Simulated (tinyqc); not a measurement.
Free and trapped electrons in a MOS channel with a dense trap tail: one step of the calculation.

p-type body, charge-sheet picture, full ionisation (an idealisation for deep acceptors), Boltzmann statistics for free electrons. e = Ec - EF at the surface. Acceptor-like traps of density D(E) = D0 + De exp(-E/Ew) at depth E below Ec, from 0 to Eu, hold n_t = integral of D(E)/(1 + exp((e - E)/Vt)). psi = Eg - Vt ln(Nv/Na) - e; N_dep = sqrt(2 eps0 eps_r Na (psi - Vt)/q); n_f = sqrt(N_dep^2 + 2 eps0 eps_r Vt Nc exp(-e/Vt)/q) - N_dep; Vg = Vfb + psi + q (N_dep + n_t + n_f)/Cox, Cox = eps0 eox/tox.

Question. Trapped charge. Trapezoid rule on 12 equal steps from 0 to Eu, f = 1/(1 + exp((e - E)/Vt)).

Parameters, values chosen for the exercise; band and dielectric values close to those of gallium nitride:

| symbol | value | unit | meaning |
|---|---|---|---|
| T | 250 | K | temperature |
| D0 | 2.9e10 | cm^-2 eV^-1 | constant background density of acceptor-like traps |
| De | 7.9e13 | cm^-2 eV^-1 | density of the tail at the conduction edge |
| Ew | 0.08 | eV | decay energy of the tail |
| Eu | 0.94 | eV | depth below Ec down to which the traps reach |
| e | 0.018 | eV | Ec - EF at the surface |

Constants: q = 1.602176634e-19 C, kB = 1.380649e-23 J/K, Vt = kB T/q. Results are converted to the units shown.

Find: E; D(E) f; n_t.

Answer.

```
point    E (eV)  D(E) f (cm^-2 eV^-1)
0             0             2.3905e13
1      0.078333             2.8001e13
2       0.15667             1.1158e13
3       0.23500             4.2157e12
4       0.31333             1.6017e12
5       0.39167             6.1974e11
6       0.47000             2.5089e11
7       0.54833             1.1235e11
8       0.62667             6.0308e10
9       0.70500             4.0760e10
10      0.78333             3.3417e10
11      0.86167             3.0659e10
12      0.94000             2.9623e10
```

n_t = 4.5505e12 cm^-2

tinyqc, about 0.03 s, one thread, Intel Xeon 2.30GHz (shared host): `OMP_NUM_THREADS=1 python tinyqc.py 2222031 2222032 out.jsonl`
